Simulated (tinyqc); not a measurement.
Thermal displacements in the Debye model: Debye-Waller factors, bond-length spread and the Lindemann rule: one step, computed by the program tinyqc. Command: `OMP_NUM_THREADS=1 python tinyqc.py 3005947 3005948 out.jsonl debyewaller walk`. One thread of a shared host (Intel(R) Xeon(R) Processor @ 2.30GHz), about 0.01 s of CPU time with the checks.

A Debye spectrum with three branches of one velocity, cut at k_B Theta; 2 atoms per cube, nearest neighbours at d = 0.866025 a.

Question. Mean-square displacement. <u_x^2> = (3 hbar^2/(2 M k_B Theta)) int_0^1 s coth(s Theta/(2T)) ds (64 Gauss-Legendre points); it tends to 3 hbar^2/(4 M k_B Theta) at T = 0 and to 3 hbar^2 T/(M k_B Theta^2) at high T. B = 8 pi^2 <u_x^2>.

Inputs (values chosen for the exercise, modelled on tungsten): atomic mass M = 183.84 u; Debye temperature Theta = 329 K; temperature T = 450 K.

Structure: bcc.

Constants: hbar^2/u = 4.18015928e-03 eV angstrom^2; k_B = 8.617333262e-05 eV/K.

Give: <u_x^2>; zero-point value; classical value; B factor.

Answer.

<u_x^2> = 0.003340 angstrom^2

zero-point value = 6.015e-04 angstrom^2

classical value = 0.003291 angstrom^2

B factor = 0.2637 angstrom^2

The zero-point value is 18.0 % and the classical value 98.5 % of the full result; the two are limits, not parts that add.
